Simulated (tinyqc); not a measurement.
Inside a calculation. Method: CIS and TDHF on RHF in the sto-3g basis, for H6, spin multiplicity 1. One step of it, computed by the program tinyqc.

Task: TDHF (RPA) singlet states. B(ia,jb) = 2 (ia|jb) - (ib|ja); the squared energies are the eigenvalues of (A - B)(A + B); 1 hartree = 27.211386 eV.

CIS matrix A, singlet (hartree), lower triangle:
```
           1>4        1>5        1>6       2>4        2>5        2>6       3>4       3>5
1>4   0.806171
1>5   0.000000   1.129679
1>6   0.025909   0.000000   1.487467
2>4   0.000000   0.050019   0.000000  0.716369
2>5   0.010682   0.000000   0.071385  0.000000   1.048703
2>6   0.000000   0.042378   0.000000  0.023945   0.000000   1.427516
3>4  -0.007487   0.000000   0.022633  0.000000  -0.060540   0.000000  0.543591
3>5   0.000000  -0.022680   0.000000  0.009271   0.000000  -0.057258  0.000000  0.896661
3>6  -0.037030   0.000000  -0.032478  0.000000  -0.014019   0.000000  0.006986  0.000000

          3>6
3>6  1.278605
```

Two-electron integrals over orbitals (pq|rs), unique and non-zero (hartree):
```
(11|11) 0.428420    (21|21) 0.129796    (22|11) 0.340996    (22|22) 0.392770
(31|11) 0.082478    (31|22) -0.046974   (31|31) 0.121357    (32|21) -0.119410
(32|32) 0.140309    (33|11) 0.390263    (33|22) 0.354929    (33|31) 0.038168
(33|33) 0.391200    (41|21) -0.041515   (41|32) -0.006630   (41|41) 0.080921
(42|11) -0.065098   (42|22) -0.001184   (42|31) -0.054299   (42|33) -0.013149
(42|42) 0.076117    (43|21) -0.069290   (43|32) 0.069345    (43|41) 0.013834
(43|43) 0.083305    (44|11) 0.391093    (44|22) 0.356005    (44|31) 0.035155
(44|33) 0.380610    (44|42) -0.023906   (44|44) 0.396223    (51|11) 0.007599
(51|22) 0.030728    (51|31) -0.026859   (51|33) -0.012012   (51|42) -0.035527
(51|44) -0.000935   (51|51) 0.049894    (52|21) 0.029075    (52|32) 0.002715
(52|41) -0.055195   (52|43) 0.036499    (52|52) 0.086585    (53|11) -0.072775
(53|22) -0.006374   (53|31) -0.058832   (53|33) -0.027939   (53|42) 0.071405
(53|44) -0.023207   (53|51) -0.028702   (53|53) 0.077337    (54|21) -0.121073
(54|32) 0.133538    (54|41) 0.004060    (54|43) 0.070786    (54|52) -0.000977
(54|54) 0.144170    (55|11) 0.358728    (55|22) 0.397805    (55|31) -0.034723
(55|33) 0.368802    (55|42) -0.007771   (55|44) 0.377932    (55|51) 0.030451
(55|53) -0.011357   (55|55) 0.424184    (61|21) 0.001668    (61|32) 0.017488
(61|41) -0.029413   (61|43) -0.046444   (61|52) -0.030394   (61|54) 0.014330
(61|61) 0.066413    (62|11) -0.012596   (62|22) -0.034855   (62|31) 0.024310
(62|33) 0.000936    (62|42) 0.031272    (62|44) 0.002707    (62|51) -0.044898
(62|53) 0.033137    (62|55) -0.034213   (62|62) 0.047175    (63|21) 0.044553
(63|32) -0.002306   (63|41) -0.076276   (63|43) -0.016656   (63|52) 0.054756
(63|54) -0.002352   (63|61) 0.028904    (63|63) 0.082015    (64|11) -0.084734
(64|22) 0.038600    (64|31) -0.115522   (64|33) -0.040298   (64|42) 0.056166
(64|44) -0.040281   (64|51) 0.023493    (64|53) 0.059441    (64|55) 0.037675
(64|62) -0.023455   (64|64) 0.124866    (65|21) -0.132174   (65|32) 0.123532
(65|41) 0.042653    (65|43) 0.073336    (65|52) -0.030422   (65|54) 0.130171
(65|61) -0.002738   (65|63) -0.049676   (65|65) 0.149233    (66|11) 0.458891
(66|22) 0.365084    (66|31) 0.090285    (66|33) 0.421126    (66|42) -0.072716
(66|44) 0.428255    (66|51) 0.008739    (66|53) -0.083117   (66|55) 0.394743
(66|62) -0.015009   (66|64) -0.099606   (66|66) 0.520329
```

Give: TDHF matrix B, singlet; squared energies w^2; TDHF energies from the positive w^2.

Result:

TDHF matrix B, singlet (hartree), lower triangle:
```
         1>4      1>5      1>6     2>4     2>5     2>6      3>4     3>5
1>4   0.0809
1>5   0.0000   0.0499
1>6  -0.0294   0.0000   0.0664
2>4   0.0000  -0.0159   0.0000  0.0761
2>5  -0.0749   0.0000  -0.0159  0.0000  0.0866
2>6   0.0000  -0.0594   0.0000  0.0313  0.0000  0.0472
3>4   0.0138   0.0000  -0.0166  0.0000  0.0016  0.0000   0.0833
3>5   0.0000  -0.0287   0.0000  0.1063  0.0000  0.0115   0.0000  0.0773
3>6  -0.1061   0.0000   0.0289  0.0000  0.0764  0.0000  -0.0167  0.0000

        3>6
3>6  0.0820
```

squared energies w^2 (hartree^2): 0.2788  0.4863  0.6237  0.7712  1.0728  1.2680  1.5978  2.0726  2.2622

TDHF energies from the positive w^2 (eV): 14.3690  18.9766  21.4893  23.8961  28.1842  30.6421  34.3961  39.1748  40.9274
